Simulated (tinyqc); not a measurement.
# Gate work function from the charge

Question. For an undoped double gate, Q = 8 eps0 eps_r Vt beta tan(beta)/ts with 0 < beta < pi/2, and at the source (Vg - dphi)/(2 Vt) - ln[(2/ts) sqrt(2 eps0 eps_r Vt/(q ni))] = ln(beta) - ln(cos beta) + 2 r beta tan(beta), r = eps_r tox/(eox ts). Find beta and dphi.

Values chosen for this exercise; material values close to those of silicon:
- T = 300 K (temperature)
- eps_r = 11.6 (relative permittivity of the semiconductor)
- eox = 3.85 (relative permittivity of the gate insulator)
- tox = 2.5 nm (insulator thickness)
- ts = 8 nm (body thickness)
- Vg = 0.41 V (gate voltage)

Constants: q = 1.602176634e-19 C, kB = 1.380649e-23 J/K, Vt = kB T/q, eps0 = 8.8541878128e-14 F/cm where lengths are in cm. Results are converted to the units shown.

Qs = 137.52259 nC/cm^2
ni = 1.2878200e10 cm^-3

Answer. beta tan(beta) rises from 0 without bound on the interval, so the charge fixes beta; the second relation is then explicit in dphi.

beta = 0.6631
dphi = -0.1200 V

Computed by the program tinyqc: `OMP_NUM_THREADS=1 python tinyqc.py 2440152 2440153 out.jsonl`, one thread of a shared Intel Xeon 2.30GHz, about 0.02 s for the whole run.
